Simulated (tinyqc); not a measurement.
One-electron ion in a basis of Gaussians, step by step. One step of it, computed by the program tinyqc.

Problem. Matrices over normalised Gaussians. With p = a_i + a_j and I(k) = Gamma((k+1)/2) / (2 p^((k+1)/2)): S = I(2l+2), T = (2l+3) a_i a_j S / p, V = -Z I(2l+1), each divided by sqrt(S_ii S_jj).

exponents of r^l exp(-a r^2) (1/bohr^2): 4.416000  16.720000

Z = 6

l = 0

Give: S; T; V.

Solution.

S:
```
        1       2
1  1.0000  0.7332
2  0.7332  1.0000
```

T (hartree):
```
        1        2
1  6.6240   7.6838
2  7.6838  25.0800
```

V (hartree):
```
          1         2
1  -20.1204  -22.8206
2  -22.8206  -39.1507
```
